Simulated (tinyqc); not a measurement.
Capacitance measurement on a leaky thin oxide: effects of series resistance and leakage: readings against frequency.

The device is a capacitance C in parallel with a leakage conductance G, in series with Rs and Ls. An impedance meter reports either a parallel pair (Cp, Gp) from Y = 1/Z = Gp + i w Cp or a series pair (Cs, Rm) from Z = Rm + 1/(i w Cs); w = 2 pi f, dissipation D = Gp/(w |Cp|).

EOT = 3.9 tox/eox; CET = EOT + zc + zp; C = 3.9 eps0 A/CET; G = Jg A/Vs. Z = Rs + i w Ls + 1/(G + i w C); CET read from Cp = 3.9 eps0 A/Cp; errors under 0.001 % are printed as 0.

Parameters, values chosen for the exercise; values of the order met in thin-oxide MOS capacitors: relative permittivity of the gate insulator (close to silicon dioxide) eox = 3.9; insulator thickness tox = 1.6 nm; gate area A = 100 um^2; oxide-equivalent thickness added by the accumulation layer zc = 0.51 nm; oxide-equivalent thickness added by gate depletion zp = 0 nm; gate leakage current density, not matched to the thickness Jg = 0.21 A/cm^2; voltage for an e-fold rise of the leakage Vs = 0.38 V; series resistance Rs = 210 ohm; series inductance Ls = 0 nH.

Constants: eps0 = 8.8541878128e-14 F/cm where lengths are in cm. Results are converted to the units shown.

The same in every row: C (pF) = 1.637.

Result of one run:

| f (Hz) | Cp (pF) | Cs (pF) | D | error of Cp (%) | error of Cs (%) | CET read from Cp (nm) |
|---|---|---|---|---|---|---|
| 3e5 | 1.636 | 1.689 | 0.1798 | -0.0232 | 3.21 | 2.110 |

What becomes of these results when the measuring frequency f is changed from 3e5 to 1e5 Hz, all else the same?

Result of the changed run:

| f (Hz) | Cp (pF) | Cs (pF) | D | error of Cp (%) | error of Cs (%) | CET read from Cp (nm) |
|---|---|---|---|---|---|---|
| 1e5 | 1.636 | 2.109 | 0.5377 | -0.0232 | 28.9 | 2.110 |

The whole series:

| f (Hz) | Cp (pF) | Cs (pF) | D | error of Cp (%) | error of Cs (%) | CET read from Cp (nm) |
|---|---|---|---|---|---|---|
| 1000 | 1.636 | 4729 | 53.75 | -0.0232 | 2.89e5 | 2.110 |
| 3000 | 1.636 | 526.9 | 17.92 | -0.0232 | 3.21e4 | 2.110 |
| 10000 | 1.636 | 48.91 | 5.375 | -0.0232 | 2890 | 2.110 |
| 30000 | 1.636 | 6.889 | 1.792 | -0.0232 | 321 | 2.110 |
| 1e5 | 1.636 | 2.109 | 0.5377 | -0.0232 | 28.9 | 2.110 |
| 3e5 | 1.636 | 1.689 | 0.1798 | -0.0232 | 3.21 | 2.110 |
| 1e6 | 1.636 | 1.641 | 0.05591 | -0.0237 | 0.289 | 2.110 |
| 3e6 | 1.636 | 1.637 | 0.02439 | -0.0274 | 0.0321 | 2.111 |
| 1e7 | 1.635 | 1.637 | 0.02697 | -0.0698 | 2.89e-3 | 2.111 |
| 3e7 | 1.629 | 1.637 | 0.06657 | -0.441 | 0 | 2.119 |

D goes from 53.7 through a minimum of 0.0244 (at f = 3e6 Hz among the rows listed) to 0.0666; without inductance its minimum lies at f = sqrt(G (1 + G Rs)/Rs)/(2 pi C) = 4.99e6 Hz. The error of Cp goes from -0.0232 to -0.441 % and that of Cs from 2.89e5 to 0 %; at low frequency Cp tends to C/(1 + G Rs)^2 and Cs grows as 1 + (G/(w C))^2. One of the two readings is within 2 % of C for f = 1000, 3000, 10000, 30000, 1e5, 3e5, 1e6, 3e6, 1e7, 3e7 Hz. For f = 1000, 3000, 10000, 30000 D exceeds 1, where the accuracy of real meters degrades in proportion to sqrt(1 + D^2).

tinyqc, about 0.01 s, one thread, Intel Xeon 2.30GHz (shared host): `OMP_NUM_THREADS=1 python tinyqc.py 2022157 2022158 out.jsonl`
